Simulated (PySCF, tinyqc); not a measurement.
CCSD on RHF in the sto-3g basis, for H3+, spin multiplicity 1, step by step. The lowest restricted solution is unstable here: a spin-polarised one lies 0.0050 hartree lower (PySCF). One step of it, computed by the program tinyqc.

Question. Iteration 9 (converged): orbitals. Diagonalise F' = X^T F X, C = X C', fill 1 alpha and 1 beta electrons from the bottom; D = 2 C_occ C_occ^T. Each column has its largest component positive (the first on a tie).

converged F (hartree), lower triangle:
```
,1H 1s,2H 1s,3H 1s
1H 1s,-0.671737
2H 1s,-0.520557,-0.493291
3H 1s,-0.520557,-0.181328,-0.493291
```

X, lower triangle:
```
,1H 1s,2H 1s,3H 1s
1H 1s,1.154003
2H 1s,-0.244016,1.074543
3H 1s,-0.244016,0.038219,1.074543
```

Give: F' = X^T F X; orbital energies; coefficients C; D after iteration 9.

Answer.

F' = X^T F X (hartree), lower triangle:
```
,1,2,3
1,-0.3886
2,-0.3581,-0.3425
3,-0.3581,-0.0075,-0.3425
```

orbital energies (hartree): MO1 -0.8761, MO2 -0.3350, MO3 0.1376

coefficients C:
```
,MO1,MO2,MO3
1H 1s,0.5921,0.0000,1.0489
2H 1s,0.3699,0.7328,-0.7361
3H 1s,0.3699,-0.7328,-0.7361
```

D after iteration 9, lower triangle:
```
,1H 1s,2H 1s,3H 1s
1H 1s,0.7011
2H 1s,0.4380,0.2736
3H 1s,0.4380,0.2736,0.2736
```
